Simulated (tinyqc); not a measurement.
Comparisons within one model: Wannier function of the lower band of a two-orbital chain. A value that a table varies takes the place of the one given here.

H(k) = [[-d/2 - 2 ta cos k, -t1 - t2 exp(-ik)], [-t1 - t2 exp(ik), d/2 - 2 tb cos k]], k in 1/a, Bloch sums with exp(ikR) and without the positions inside the cell. Mesh k_j = 2 pi j/N. Projection gauge: each lower eigenvector u is multiplied by the phase that makes <trial|u> real and positive (the one-band case of Loewdin orthogonalisation). Wannier amplitudes w(R) = (1/N) sum_k exp(ikR) u(k); hoppings H(R) = (1/N) sum_k exp(-ikR) E(k).

Values chosen for the exercise:
```
symbol  value  unit     meaning
d       -0.25  eV       A at -d/2, B at +d/2
t1      2.2    eV       A-B in the cell
t2      1.79   eV       B to A of the next cell
ta      0.01   eV       A-A between cells
tb      0.07   eV       B-B between cells
xb      0.62   a        position of B (A at 0)
th      30     degrees  trial orbital cos(th) A + sin(th) B in cell 0
```

## Convergence with the mesh

Centre and Omega_I from overlaps M_j = u_j^+ diag(1, exp(-i b xb)) u_(j+1), b = 2 pi/N: centre -(1/2 pi) sum arg M, Omega_I = (1/(N b^2)) sum (1 - |M|^2). Largest error of the Fourier interpolation on 41 points from 0 to pi.

Mesh:
```
N   centre (a)  Omega_I (a^2)  H(1) (eV)  largest error (meV)
3      0.43220        0.08245   -0.69524              958.220
4      0.34688        0.11347   -0.93479              324.358
6      0.34390        0.15033   -0.87593              170.083
8      0.34256        0.18118   -0.86182               99.410
12     0.34138        0.22815   -0.85506               38.030
16     0.34089        0.26002   -0.85375               16.923
24     0.34050        0.29565   -0.85332                4.737
```

The interpolation error falls exponentially, from 324.4 meV at N = 4 to 38.030 at N = 12, because the hoppings decay exponentially for an isolated band (smallest gap 0.83 eV). Omega_I carries a finite-difference error and converges as a power: against the value 0.33616 on 400 points it is off by -0.10801 at N = 12 and -0.04051 at N = 24, an exponent of 1.41; the limit 2 is not yet reached on these meshes.

## Choice of the trial orbital

N = 16. Centre, Omega_I and Omega_D from overlaps (b = 2 pi/N, M_j = u_j^+ diag(1, exp(-i b xb)) u_(j+1); Omega_D = (1/(N b^2)) sum (arg M_j + b centre)^2).

Trial angle:
```
th (deg)  smallest projection  centre (a)  Omega_I (a^2)  Omega_D (a^2)
0                       0.649      0.3409        0.26002        0.25141
15                      0.788      0.3409        0.26002        0.09994
30                      0.862      0.3409        0.26002        0.02923
45                      0.892      0.3409        0.26002        0.00191
60                      0.877      0.3409        0.26002        0.00647
75                      0.819      0.3409        0.26002        0.04639
90                      0.723      0.3409        0.26002        0.14374
```

Omega_I is the same for all. Omega_D is smallest at 45 degrees (0.00191) and largest at 0 (0.25141). The centre does not move.

## Centre against ionicity

N = 24, d varied. Overlaps M_j = u_j^+ diag(1, exp(-i b xb)) u_(j+1), b = 2 pi/N; centre -(1/2 pi) sum arg M_j folded into [0, 1); Omega_I = (1/(N b^2)) sum (1 - |M_j|^2); charge moved is -2 times the shift of the centre from its value at d = 0 (a doubly filled band); weight on A averaged over the mesh.

Against d:
```
d (eV)  centre (a)  charge moved (e)  weight on A  Omega_I (a^2)
-6.0        0.5906           -0.6077        0.119         0.0379
-3.0        0.5551           -0.5366        0.226         0.0866
-1.5        0.5005           -0.4274        0.327         0.1647
-0.5        0.3898           -0.2060        0.436         0.2759
0.0         0.2868            0.0000        0.508         0.2969
0.5         0.1966            0.1802        0.576         0.2508
1.5         0.1100            0.3536        0.676         0.1498
3.0         0.0628            0.4479        0.773         0.0830
6.0         0.0293            0.5150        0.879         0.0378
```

For large positive d the function sits on A (centre 0.029) and for large negative d on B at 0.62 (centre 0.591); at d = 0 it lies at 0.287, on the bond inside the cell, the stronger one. Among these rows the spread is largest at d = 0 eV.

## What each parameter does

N = 24: centre (folded into [0, 1)) and Omega_I from overlaps M_j = u_j^+ diag(1, exp(-i b xb)) u_(j+1), b = 2 pi/N: centre = -(1/2 pi) Im ln prod M_j, Omega_I = mean(1 - |M_j|^2)/b^2; and the first two hoppings H(R). Each row changes one parameter from the base and keeps the others.

Results:
```
case             centre (a)  Omega_I (a^2)  H(1) (eV)  H(2) (eV)
base                 0.3405         0.2957    -0.8533     0.1474
d = 0.05 eV          0.2763         0.2946    -0.8519     0.1470
t1 = 2.35 eV         0.3337         0.2472    -0.8646     0.1426
t2 = 1.69 eV         0.3358         0.2523    -0.8173     0.1352
ta = 0.11 eV         0.3764         0.2826    -0.8989     0.1453
xb = 0.67 a          0.3670         0.3105    -0.8533     0.1474
th = 40 degrees      0.3405         0.2957    -0.8533     0.1474
```

The largest shifts from the base row, up to three for each result and ties (the steps differ in size, so this ranks the rows, not the parameters). centre (a): d -0.0642, ta +0.0359, xb +0.0265; unchanged at the printed digits by th. Omega_I (a^2): t1 -0.0484, t2 -0.0434, xb +0.0148; unchanged at the printed digits by th. H(1) (eV): ta -0.0456, t2 +0.0360, t1 -0.0113; unchanged at the printed digits by xb and th. H(2) (eV): t2 -0.0122, t1 -0.0048, ta -0.0021; unchanged at the printed digits by xb and th. The trial angle is a choice of gauge and moves none of these; xb enters the position operator alone, so it leaves the hoppings.

(tinyqc, `OMP_NUM_THREADS=1 python tinyqc.py 1452626 1452627 out.jsonl`, Intel(R) Xeon(R) Processor @ 2.30GHz, 1 thread, shared host, about 0.1 s.)
